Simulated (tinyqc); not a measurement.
Gap difference from the gain at two temperatures.

Inverse problem. When back injection limits the gain, beta = b exp(-dE/(kB T)) with dE the gap reduction of the emitter less that of the base and b constant. Find dE and beta at 300 K.

Constants: q = 1.602176634e-19 C, kB = 1.380649e-23 J/K. Results are converted to the units shown.

T (K): 273  400
beta: 125.90882  578.60321

Answer. ln beta is a straight line in 1/T with slope -dE/kB.

dE = 0.113 eV
beta at 300 K = 194

Computed by the program tinyqc: `OMP_NUM_THREADS=1 python tinyqc.py 2320131 2320132 out.jsonl`, one thread of a shared Intel Xeon 2.30GHz, about 0.01 s for the whole run.
